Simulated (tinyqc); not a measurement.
WKB tunnelling through a gate dielectric with a two-band (Franz) dispersion, step by step. Values are carried at full precision from step to step, so a last printed digit may differ when a step is redone from the rounded ones.

Constants: hbar^2/2m0 = 3.80998211 eV angstrom^2.

Parameters, chosen for this exercise (of the size used for HfO2 on silicon; the results hold for these values, not for the real material): phi = 1.45 eV (barrier above the electron energy at the emitter); t = 50 angstrom (thickness); V = 2.5 V (voltage across the layer); Eg = 5.69 eV (gap of the dielectric); m = 0.22 m0 (mass at the conduction edge).

## Shape of the barrier

Field V/t (1 V/angstrom = 100 MV/cm), the end of the forbidden region x_e = min(t, phi t/V), and u there.

field = 5.00 MV/cm
x_e = 29.00 angstrom
u(x_e) = 0.000 eV

V >= phi: a triangle, Fowler-Nordheim tunnelling into the conduction band of the dielectric.

## Decay constant through the layer

At depth x the conduction edge lies u(x) = phi - V x/t above the electron. Parabolic: kappa = sqrt(m u/c). Franz: kappa = sqrt(m u (1 - u/Eg)/c), which vanishes at both band edges. c = hbar^2/2m0. T = exp(-2 integral of kappa dx) over the region u > 0; no image force, no prefactor, zero transverse momentum. The region ends at x_e = min(t, phi t/V); x_e < t is the Fowler-Nordheim regime.

Nine points x = j x_e/8.

kappa (1/angstrom):
```
x (angstrom)  u (eV)  parabolic   Franz
0.000         1.4500     0.2894  0.2498
3.625         1.2688     0.2707  0.2386
7.250         1.0875     0.2506  0.2254
10.875        0.9062     0.2288  0.2098
14.500        0.7250     0.2046  0.1911
18.125        0.5437     0.1772  0.1685
21.750        0.3625     0.1447  0.1400
25.375        0.1812     0.1023  0.1007
29.000        0.0000     0.0000  0.0000
```

At the emitter the Franz value is 13.7 % below the parabolic one, the factor sqrt(1 - phi/Eg).

## The integrals by Simpson's rule

Weights 1, 4, 2, 4, 2, 4, 2, 4, 1 times a third of the spacing.

integral of kappa dx: parabolic 5.564, Franz 5.115

## The integrals in closed form

Parabolic: (2/3) sqrt(m/c) (t/V) (phi^(3/2) - u_e^(3/2)). Franz: sqrt(m/c) Eg^(3/2) (t/V) (f(phi/Eg) - f(u_e/Eg)) with f(y) = ((2y - 1) sqrt(y (1 - y)) + arcsin(sqrt y))/4. u_e = max(phi - V, 0). T = exp(-2 I).

integral of kappa dx: parabolic 5.5942, Franz 5.1449

T: parabolic 1.38e-05, Franz 3.40e-05

The two-band dispersion raises T by a factor 2.46.

## Checks

- Franz integral in closed form against adaptive quadrature: both 5.14487.

Run: tinyqc, `OMP_NUM_THREADS=1 python tinyqc.py 1451478 1451479 out.jsonl`; Intel(R) Xeon(R) Processor @ 2.30GHz, one thread, shared host; about 0.01 s of CPU time with all checks.
